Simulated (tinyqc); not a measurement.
# From peak temperature back to power per gate width P

Model: self-heating of a transistor with one or more fingers, with temperature-dependent conductivity. Computed by tinyqc, a small Python program. Command: `OMP_NUM_THREADS=1 python tinyqc.py 3031728 3031729 out.jsonl selfheat inv`. One thread of a shared host (Intel(R) Xeon(R) Processor @ 2.30GHz), about 0.1 s of CPU time with the checks.

N long parallel fingers lie on the top face of a slab whose bottom is held at T_0; the top is otherwise insulated, and heat flows in two dimensions. P in W/mm is 1000 P in W/m.

Inputs (values chosen for the exercise, modelled on gallium arsenide):

| quantity | value | unit |
|---|---|---|
| conductivity at the base temperature kappa_0 | 45.8 | W/(m K) |
| exponent m in kappa ~ T^-m | 1.22 | - |
| base temperature T_0 | 298 | K |
| fingers N | 4 | - |
| finger pitch s | 12 | micrometre |
| width of the heat source w | 0.95 | micrometre |
| substrate thickness t | 180 | micrometre |

Power: fixed power.

Method:
- A line source of power P on the top face raises the top at distance x by (P/(pi kappa_0)) g(x), g(x) = -ln tanh(pi x/(4 t)) (the image sum for the slab). On a strip of width w the centre sees the mean of g over the strip, g_0 = 1 + ln(8 t/(pi w)) for w much below t.
- theta_i = (P/(pi kappa_0)) [g_0 + sum over j != i of g(|i - j| s)], with equal powers and constant conductivity; thermal resistance = largest theta/P.
- Kirchhoff transformation for kappa = kappa_0 (T/T_0)^-m: T = T_0 [1 - (m - 1) theta/T_0]^(-1/(m - 1)), where theta is the linear rise.
- The bracket vanishes at the power P T_0/((m - 1) theta).

Problem. A run gave the result below. Find the power per gate width P, known to lie between 0.84 and 2.7 W/mm.

peak temperature = 508.6669 K

Solution.

Each step takes the trial c = (a f_b - b f_a)/(f_b - f_a), f being the result less the target and a, b, c the logarithms of the listed values; c replaces end b, the old b replaces a if the sign of f changed, and otherwise f_a is halved.

Scan of the range:

| power per gate width P (W/mm) | peak temperature (K) |
|---|---|
| 0.84 | 406.674 |
| 1.02 | 435.936 |
| 1.24 | 475.274 |
| 1.51 | 529.649 |
| 1.83 | 604.278 |
| 2.22 | 713.396 |
| 2.70 | 882.745 |

False position (Illinois rule, in the logarithm of the input) inside the bracket:

| step | end a | end b | trial | peak temperature (K) |
|---|---|---|---|---|
| 1 | 1.24000 | 1.51000 | 1.39947 | 506.517 |
| 2 | 1.51000 | 1.39947 | 1.40939 | 508.542 |
| 3 | 1.51000 | 1.40939 | 1.41053 | 508.776 |
| 4 | 1.40939 | 1.41053 | 1.41000 | 508.667 |
| 5 | 1.41053 | 1.41000 | 1.41000 | 508.667 |

Peak temperature rises at every point of a 13-point scan of the range (every second point is shown), so one value fits; it is bracketed by 1.24 and 1.51. Answer: power per gate width P = 1.410 W/mm.
